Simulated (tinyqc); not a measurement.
From a target to a composition: virtual-crystal alloy in the empirical-pseudopotential method. Three cases, with inputs chosen for the exercise.

Problem. The gap from the valence top to the fifth band at L = (1/2,1/2,1/2) is given; it is monotonic in x. Find x.

Empirical pseudopotential on the fcc lattice, atoms at +/- tau, tau = a (1,1,1)/8, no spin-orbit coupling. H(G,G') = c (2 pi/a)^2 |k + G|^2 delta + VS(q) cos(q.tau) + i VA(q) sin(q.tau), q = G - G', c = hbar^2/2m0; k and G in units of 2 pi/a; VS at |q|^2 = 3, 8, 11 and VA at 3, 4, 11, in rydberg, zero elsewhere. At each k the basis holds all G with |k + G|^2 up to 16; energies are counted from the fourth level at Gamma.

Virtual crystal A(1-x)B(x): a = (1 - x) a_A + x a_B. Rule linear: V = (1 - x) V_A + x V_B. Rule volume: V = [(1 - x) a_A^3 V_A + x a_B^3 V_B]/a^3, since a form factor is an atomic potential divided by the cell volume.

Constants: hbar^2/2m0 = 3.80998211 eV angstrom^2; Ry = 13.60569312 eV.

Case 1.

Values chosen (classic local form factors of the size used for Si (A) and Ge (B), which place X and L only to a few tenths of an eV; not measured data): a = (5.421, 5.651) angstrom (lattice constants of A, B); VSA = (-0.207, 0.041, 0.078) Ry (symmetric form factors of A); VAA = (0, 0, 0) Ry (antisymmetric form factors of A); VSB = (-0.227, 0.01, 0.06) Ry (symmetric form factors of B); VAB = (0, 0, 0) Ry (antisymmetric form factors of B); rule = linear (mixing rule).

gap to L = 1.54809 eV

Case 2.

Values chosen (classic local form factors of the size used for Si (A) and Ge (B), which place X and L only to a few tenths of an eV; not measured data): a = (5.438, 5.67) angstrom (lattice constants of A, B); VSA = (-0.21, 0.04, 0.08) Ry (symmetric form factors of A); VAA = (0, 0, 0) Ry (antisymmetric form factors of A); VSB = (-0.235, 0.009, 0.061) Ry (symmetric form factors of B); VAB = (0, 0, 0) Ry (antisymmetric form factors of B); rule = linear (mixing rule).

gap to L = 1.64608 eV

Case 3.

Values chosen (classic local form factors of the size used for Si (A) and Ge (B), which place X and L only to a few tenths of an eV; not measured data): a = (5.425, 5.657) angstrom (lattice constants of A, B); VSA = (-0.209, 0.04, 0.081) Ry (symmetric form factors of A); VAA = (0, 0, 0) Ry (antisymmetric form factors of A); VSB = (-0.228, 0.011, 0.06) Ry (symmetric form factors of B); VAB = (0, 0, 0) Ry (antisymmetric form factors of B); rule = linear (mixing rule).

gap to L = 1.34712 eV

Find: x; a.

Solution.

Case 1.

x = 0.25
a = 5.479 angstrom

Bisect on x between the ends, where the gap to L is 1.748 and 0.892 eV; a straight line between them would give x = 0.23.

Case 2.

x = 0.25
a = 5.496 angstrom

Bisect on x between the ends, where the gap to L is 1.837 and 1.011 eV; a straight line between them would give x = 0.23.

Case 3.

x = 0.57
a = 5.557 angstrom

Bisect on x between the ends, where the gap to L is 1.842 and 0.935 eV; a straight line between them would give x = 0.55.

Computed by tinyqc, one run a case: `OMP_NUM_THREADS=1 python tinyqc.py N N+1 out.jsonl` with N = 1050939, 1050962, 1051011; one thread of a shared Intel(R) Xeon(R) Processor @ 2.30GHz, about 0.8 s a run at most.
